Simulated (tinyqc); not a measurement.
Strain, valley repopulation and piezoresistance in a many-valley conduction band: one step, computed by the program tinyqc.

Valleys are ellipsoids with mass m_l along the axis a and m_t across it, parabolic, with one constant relaxation time; strain shifts the valleys and leaves the masses alone. Currents are taken along [111], along the load, and along [1-10], across the load.

Task: Valley shifts. Herring-Vogt shift of a valley with unit axis a: dE = Xi_d tr(e) + Xi_u a.e.a.

Inputs (values chosen for the exercise, modelled on germanium): shear deformation potential Xi_u = 16.2 eV; dilation deformation potential Xi_d = -4.5 eV.

Valley axes: <111> (4 valleys). Load: uniaxial [111].

strain tensor (%):
```
              x             y             z
x  -0.004728132  -0.007984032  -0.007984032
y  -0.007984032  -0.004728132  -0.007984032
z  -0.007984032  -0.007984032  -0.004728132
```

Constants: k_B = 8.617333262e-05 eV/K.

Give: shifts dE; splitting (highest minus lowest).

Result:

shifts dE (meV): [111] -2.714, [-111] 0.735, [1-11] 0.735, [11-1] 0.735

splitting (highest minus lowest) = 3.449 meV
